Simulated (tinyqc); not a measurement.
Changing the doping N of the lightly doped side: avalanche multiplication and breakdown of a junction from ionisation integrals. Computed by tinyqc, a small Python program. Command: `OMP_NUM_THREADS=1 python tinyqc.py 3009814 3009815 out.jsonl impact sweep`. One thread of a shared host (Intel(R) Xeon(R) Processor @ 2.30GHz), about 0.02 s of CPU time with the checks.

Ionisation coefficients follow the local field. Position x runs through the depletion layer from the p side (x = 0), where electrons enter, to the n side (x = w), where holes enter. The built-in voltage is neglected.

Inputs (values chosen for the exercise, modelled on silicon):
```
quantity                    value        unit
electron prefactor a_n     681000        1/cm
electron field b_n       1.24e+06        V/cm
hole prefactor a_p       1.46e+06        1/cm
hole field b_p            2.1e+06        V/cm
exponent c                      1           -
permittivity eps             11.7           -
drift-layer mobility mu       470  cm^2/(V s)
```

Junction: one-sided abrupt n+p.

Constants: e = 1.602176634e-19 C; eps_0 = 8.8541878128e-12 F/m.

Method:
- alpha_n = a_n exp(-(b_n/F)^c), alpha_p = a_p exp(-(b_p/F)^c).
- Field F = F_m (1 - s), w = eps eps_0 F_m/(e N), V = F_m w/2, with s = 1 - x/w (the peak lies at the n+ side).
- With Phi(x) = int_0^x (alpha_n - alpha_p) dx': 1 - 1/M_n = I_n = int_0^w alpha_n exp(-Phi) dx and M_p = M_n exp(-Phi(w)); trapezoid rule on 401 even points; breakdown at I_n = 1.
- Solve I_n(F_m) = 1.
- R_on = w/(e mu N) with w the width at breakdown; figure of merit V_B^2/R_on; for a triangular field it equals eps eps_0 mu F_m^3/4.

One run for each value; columns: (1) doping N of the lightly doped side (1/cm^3); (2) breakdown voltage (V); (3) critical field F_m (MV/cm); (4) width at breakdown (micrometre); (5) specific on-resistance (milliohm cm^2); (6) ratio k = alpha_p/alpha_n:
```
(1)          (2)      (3)     (4)         (5)      (6)
1.10e+14  1417.7  0.21963  129.10  1.5585e+03  0.04272
2.60e+14   741.2  0.24415   60.72  3.1011e+02  0.06330
6.00e+14   401.0  0.27279   29.40  6.5064e+01  0.09163
1.40e+15   219.2  0.30810   14.23  1.3497e+01  0.13151
3.30e+15   121.6  0.35237    6.90  2.7784e+00  0.18675
7.70e+15    69.8  0.40759    3.42  5.9028e-01  0.25993
1.80e+16    41.2  0.47886    1.72  1.2691e-01  0.35583
4.20e+16    25.3  0.57280    0.88  2.7882e-02  0.47770
9.90e+16    16.1  0.70234    0.46  6.1531e-03  0.63012
```

Over the rows, breakdown voltage (V) falls from 1420 to 16.1 (exponent d ln y / d ln x -0.75 between the first rows and -0.52 between the last); critical field F_m (MV/cm) rises from 0.220 to 0.702 (exponent d ln y / d ln x 0.12 between the first rows and 0.24 between the last); width at breakdown (micrometre) falls from 129 to 0.459 (exponent d ln y / d ln x -0.88 between the first rows and -0.76 between the last). At the low end the exponent of breakdown voltage is -0.75, close to -0.75: the N^(-3/4) rule of abrupt junctions. At the low end the exponent of critical field F_m is 0.12, close to 0.12: the N^(1/8) rule. Across the table R_on scales as V_B^2.78; a constant critical field would give 2, and the slow fall of F_m in wider layers adds the rest.

Extremes, crossings and ranges named in words are read from the listed rows.
